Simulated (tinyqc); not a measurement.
Thermal boundary conductance by the acoustic and diffuse mismatch models: one step, computed by the program tinyqc. Command: `OMP_NUM_THREADS=1 python tinyqc.py 3020385 3020386 out.jsonl kapitza walk`. One thread of a shared host (Intel(R) Xeon(R) Processor @ 2.30GHz), about 0.01 s of CPU time with the checks.

Each side has one longitudinal and two transverse Debye branches, omega = v q up to q_D = (6 pi^2 n)^(1/3), with n counting all atoms. Scattering at the interface is elastic. Electrons are left out of G, also for metals. Melting is ignored. G refers to the temperatures of the phonons sent towards the interface. Linear branches over all atoms overstate G at high T, most for crystals with several atoms a cell.

Task: Cross-plane conductivity of the superlattice. kappa_eff = (d_1 + d_2)/(d_1/kappa_1 + d_2/kappa_2 + 2 R), two interfaces a period, with bulk conductivities in the layers; the gradient is J/kappa_eff.

Inputs (values chosen for the exercise, for two model solids):

| quantity | value | unit |
|---|---|---|
| conductivity kappa_1 | 54.6 | W/(m K) |
| conductivity kappa_2 | 7.57 | W/(m K) |
| temperature T | 77 | K |
| thickness d_1 | 18 | nm |
| thickness d_2 | 130 | nm |
| heat flux J | 42 | kW/cm^2 |

Structure: superlattice.

boundary resistance R = 9.860785 m^2 K/GW

Give: kappa_eff; kappa_eff without interfaces; interface share of the resistance; temperature gradient.

Result:

kappa_eff = 3.976 W/(m K)

kappa_eff without interfaces = 8.456 W/(m K)

interface share of the resistance = 0.5298

temperature gradient = 105.6 K/micrometre

Layers and interfaces share the resistance. Caution: kappa_2 is of room-temperature size, so the Kapitza length is only nominal at this T. Caution: the conductivities are of room-temperature size; at this T real values can differ much and free paths can be long. Caution: R from emitted-phonon temperatures is too large for use in series with Fourier layers, by up to a factor of about 2. Caution: layers this thin are often below the phonon free path, where bulk conductivities and independent interfaces no longer hold.
